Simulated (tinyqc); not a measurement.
# AlGaN/GaN HEMT with access regions, lumped model: what changes with what

A polarisation-induced electron sheet under a Schottky gate, in series with two ungated access regions and contacts. Drift law v = mu E/(1 + mu E/vs) under the gate. Currents in mA/mm, resistances in ohm mm. No self-heating, no channel-length modulation; fits for polarisation, barrier and offset are chosen for the exercise.

Inputs (values chosen for the exercise); values close to those of AlGaN/GaN structures:
- x = 0.35 (aluminium share of the barrier)
- d = 30 nm (barrier thickness)
- eps_r = 9.4 (relative permittivity of barrier and channel)
- mu = 1200 cm^2/(V s) (channel mobility)
- vs = 1.2e7 cm/s (saturation velocity)
- Lg = 1 um (gate length)
- Ls = 2 um (source access length)
- Ld = 2 um (drain access length)
- Rc = 0.55 ohm mm (resistance of each contact)
- ft = 0 (share of the drain-access electrons removed by traps)
- Vg = 0 V (gate voltage)
- Ec = 2.7 MV/cm (critical field)
- te = 0.32 um (depth over which the depleted charge spreads)
- ei = 7 (relative permittivity of that insulator)

Constants: q = 1.602176634e-19 C, eps0 = 8.8541878128e-14 F/cm where lengths are in cm. Results are converted to the units shown.

Each table varies one quantity; the others keep the values above.

## Field plate: effect of the insulator under the field plate

sigma = (5e13 x + 1.6e13 x^2) cm^-2, phiB = 0.84 + 1.3 x, dEc = 0.7 (1.71 x + x^2) in volts, Cb = eps0 eps_r/d, VT = phiB - dEc - q sigma/Cb, access density n0 = -Cb VT/q. Off state: a depleted stretch that holds the voltage V has the peak field sqrt(k V), k = 2 q n0/(eps0 eps_r te), so one edge holds V1 = Ec^2/k. The sheet under the plate pinches off at Vf = q n0 (1/Cb + tf/(eps0 ei)); beyond it the gate edge is screened. BV = V1 if Vf >= V1, else Vf + V1, and at most Ec Ld.

The same in every row: V1 (V) = 33.49; Ec Ld (V) = 540.0.

Results:

| tf (nm) | Vf (V) | BV (V) |
|---|---|---|
| 4.9 | 12.74 | 46.23 |
| 11 | 15.59 | 49.08 |
| 16 | 17.93 | 51.42 |
| 24 | 21.67 | 55.16 |
| 36 | 27.28 | 60.78 |
| 53 | 35.23 | 33.49 |
| 79 | 47.39 | 33.49 |

Estimate the missing row, tf = 7.3 nm.

Computed row:

| tf (nm) | Vf (V) | BV (V) |
|---|---|---|
| 7.3 | 13.86 | 47.35 |

With this row back in the table: BV goes from 46.2 through a maximum of 60.8 (at tf = 36 nm among the rows listed) to 33.5 V. The plate helps (Vf < V1) in 6 of the 8 rows, and the access length caps BV in 0. The best thickness makes Vf just under V1, tf = 49.3 nm, where both edges reach Ec together and BV nears 2 V1. In every row the barrier is thick and rich enough in aluminium to relax or crack.

## Effect of the barrier thickness

Access resistance R(L, n) = L/(q mu n sqrt(1 - (I/(q n vs))^2)); Rs = Rc + R(Ls, n0), Rd = Rc + R(Ld, (1 - ft) n0). Vg' = Vg - I Rs, Vd' = Vd - I (Rs + Rd); with u = Vg' - VT, Vc = vs Lg/mu and w the smaller of Vd' and Vc [sqrt(1 + 2 u/Vc) - 1] (0 if negative), the channel gives (mu Cb/Lg)(u w - w^2/2)/(1 + w/Vc). I equals that channel current. Isat is I at Vd = 10 V, gm = dIsat/dVg, Ron the limit of Vd/I at small Vd.

Effect of the barrier thickness:

| d (nm) | VT (V) | n0 (cm^-2) | Ron (ohm mm) | Isat (mA/mm) | gm (mS/mm) |
|---|---|---|---|---|---|
| 8 | -2.207 | 1.433e13 | 2.915 | 589.6 | 338.5 |
| 11 | -3.330 | 1.573e13 | 2.754 | 841.4 | 311.8 |
| 14 | -4.454 | 1.653e13 | 2.674 | 1047 | 284.3 |
| 18 | -5.953 | 1.718e13 | 2.614 | 1268 | 252.2 |
| 22 | -7.451 | 1.759e13 | 2.578 | 1446 | 225.9 |
| 27 | -9.324 | 1.794e13 | 2.550 | 1626 | 199.6 |
| 33 | -11.57 | 1.822e13 | 2.528 | 1798 | 174.9 |

Read the table: what changes, and by how much?

As d goes from 8 to 33 nm, Ron falls from 2.92 to 2.53 ohm mm, Isat rises from 590 to 1800 mA/mm and gm falls from 339 to 175 mS/mm. VT falls from -2.21 to -11.6 V. In every row the power passes 5 W/mm, where self-heating, left out here, lowers the current. At d = 33 nm the barrier is thick and rich enough in aluminium to relax or crack.

## Effect of the share of the drain-access electrons removed by traps

Same model as above.

The same in every row: VT (V) = -10.45; n0 (cm^-2) = 1.809e13.

Results:

| ft | Ron (ohm mm) | Isat (mA/mm) | gm (mS/mm) |
|---|---|---|---|
| 0 | 2.537 | 1717 | 186.5 |
| 0.1 | 2.601 | 1717 | 186.5 |
| 0.3 | 2.784 | 1717 | 186.5 |
| 0.4 | 2.921 | 1717 | 186.5 |
| 0.5 | 3.112 | 1628 | 29.37 |
| 0.6 | 3.400 | 1335 | 3.393 |
| 0.7 | 3.879 | 1011 | 0.6963 |

Estimate the missing row, ft = 0.2.

Computed row:

| ft | Ron (ohm mm) | Isat (mA/mm) | gm (mS/mm) |
|---|---|---|---|
| 0.2 | 2.681 | 1717 | 186.5 |

With this row back in the table: As ft goes from 0 to 0.7, Ron rises from 2.54 to 3.88 ohm mm, Isat falls from 1720 to 1010 mA/mm and gm falls from 186 to 0.696 mS/mm. The ceiling Cb vs is 333 mS/mm. In every row the power passes 5 W/mm, where self-heating, left out here, lowers the current. In every row the barrier is thick and rich enough in aluminium to relax or crack. For ft = 0.5 to 0.7 the gated channel is not yet saturated at 10 V, because the access regions take the voltage, and gm drops.

Numbers from tinyqc (`OMP_NUM_THREADS=1 python tinyqc.py 2570130 2570131 out.jsonl`; about 0.02 s on one thread of a shared Intel Xeon 2.30GHz).
